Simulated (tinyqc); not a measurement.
# Worked calculation: diffused layer (Gaussian), carriers, mobility and sheet resistance with incomplete ionisation

Numbers from tinyqc (`OMP_NUM_THREADS=1 python tinyqc.py 2110092 2110093 out.jsonl`; about 0.01 s on one thread of a shared Intel Xeon 2.30GHz). Printed values are rounded.

A p-type layer from the surface x = 0 to the junction xj, N(x) = N0 exp(-(x/Ld)^2). Local neutrality (no depletion at surface or junction, no spilling of carriers), intrinsic carriers neglected, Boltzmann statistics.

Values chosen for this exercise; values close to those of aluminium in 4H silicon carbide over an n-type background:
- T = 300 K (temperature)
- Nb = 6.1e15 cm^-3 (background doping of the opposite type)
- N0 = 2.3e18 cm^-3 (peak chemical concentration)
- m1 = 15.8 cm^2/(V s) (mobility limit at high doping)
- m2 = 119 cm^2/(V s) (mobility limit at low doping, at 300 K)
- Nr = 1.77e19 cm^-3 (reference doping of the mobility law)
- am = 0.345 (exponent of the mobility law)
- bt = 2 (temperature exponent of m2)
- Ns = 1.01e20 cm^-3 (solubility limit of active dopant)
- NB = 2.58e19 cm^-3 (valence-band density of states at T)
- Ei = 0.198 eV (ionisation energy in the dilute limit)
- gd = 4 (degeneracy factor of the level)
- ks = 3.8e-8 eV cm (lowering of Ei per N^(1/3))
- Ld = 18 nm (diffusion length 2 sqrt(D t))

Constants: q = 1.602176634e-19 C, kB = 1.380649e-23 J/K, Vt = kB T/q. Results are converted to the units shown.

Range of the model: The layer is thin and light enough that depletion at the surface and the junction, left out here, would remove a good share of its carriers.

## Junction depth and local values

xj = Ld sqrt(ln(N0/Nb)); 15 equal steps from 0 to xj. Active dopant A = min(N, Ns); p solves p (p + Nb)/(A - Nb - p) = K, K = (NB/gd) exp(-E/Vt), E = max(Ei - ks A^(1/3), 0), so p = 2 K (A - Nb)/[Nb + K + sqrt((Nb + K)^2 + 4 K (A - Nb))]; mobility mu = m1 + (m2 (T/300 K)^(-bt) - m1)/(1 + ((A + Nb)/Nr)^am).

xj = 43.8416 nm

```
point   x (nm)   N (cm^-3)   A (cm^-3)  p (1e17 cm^-3)  mu (cm^2/(V s))
0       0.0000      2.3e18      2.3e18         2.07209          84.8282
1       2.9228  2.24015e18  2.24015e18         2.02652          85.0352
2       5.8456  2.06978e18  2.06978e18         1.89645          85.6523
3       8.7683  1.81414e18  1.81414e18         1.69999          86.6674
4      11.6911  1.50840e18  1.50840e18         1.46211          88.0590
5      14.6139  1.18977e18  1.18977e18         1.20893          89.7953
6      17.5367  8.90234e17  8.90234e17         0.96291          91.8325
7      20.4594  6.31896e17  6.31896e17         0.74002          94.1142
8      23.3822  4.25486e17  4.25486e17         0.54914          96.5713
9      26.3050  2.71784e17  2.71784e17         0.39309          99.1231
10     29.2278  1.64688e17  1.64688e17         0.27038          101.680
11     32.1505  9.46669e16  9.46669e16         0.17703          104.148
12     35.0733  5.16218e16  5.16218e16         0.10804          106.429
13     37.9961  2.67034e16  2.67034e16         0.05839          108.427
14     40.9189  1.31038e16  1.31038e16         0.02361          110.056
15     43.8416      6.1e15      6.1e15         0.00000          111.255
```

At the point of highest doping 9.03 % of the net active dopant gives free carriers. The mobility runs from 84.8 to 111 cm^2/(V s).

## Sheet quantities by the trapezoid rule

Dose = integral of N, carrier sheet density = integral of p, 1/Rs = q integral of p mu, mean mobility 1/(q Rs sheet density), Hall mobility (unit Hall factor) = integral of p mu^2 over integral of p mu, Hall sheet density = (integral of p mu)^2/integral of p mu^2; all from 0 to xj.

dose = 3.6668e12 cm^-2
carrier sheet density = 3.6864e11 cm^-2
Rs = 1.9004e5 ohm/square
mean mobility = 89.094 cm^2/(V s)
Hall mobility = 89.388 cm^2/(V s)
Hall sheet density = 3.6743e11 cm^-2

Carriers make up 10.1 % of the dose. A Hall measurement weights the mobile tail, so its sheet density is 0.33 % below the true one. With 4000 steps Rs = 1.900e5 ohm/square; the coarse value is 0.016 % above it.
